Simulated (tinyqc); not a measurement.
## Gap voltage and exponent from three temperatures

Question. At constant current VBE(T) = Vg0 - a T - eta (kB T/q) ln T, where a is a constant. Find Vg0, eta and dVBE/dT at the middle temperature.

Constants: q = 1.602176634e-19 C, kB = 1.380649e-23 J/K. Results are converted to the units shown.

T (K): [273, 330, 390]
VBE at a constant current (V): [0.7004076362, 0.5859407278, 0.4625096877]

Answer. The relation is linear in Vg0, a and eta, so three points give a linear system; the slope is (VBE - Vg0 - eta kB T/q)/T. eta rests on the curvature of VBE(T) alone, so real fits need accuracy of some tens of microvolts or better.

Vg0 = 1.17 V
eta = 3.20
dVBE/dT = -2.03 mV/K

Computed by the program tinyqc: `OMP_NUM_THREADS=1 python tinyqc.py 2062007 2062008 out.jsonl`, one thread of a shared Intel Xeon 2.30GHz, about 0.03 s for the whole run.
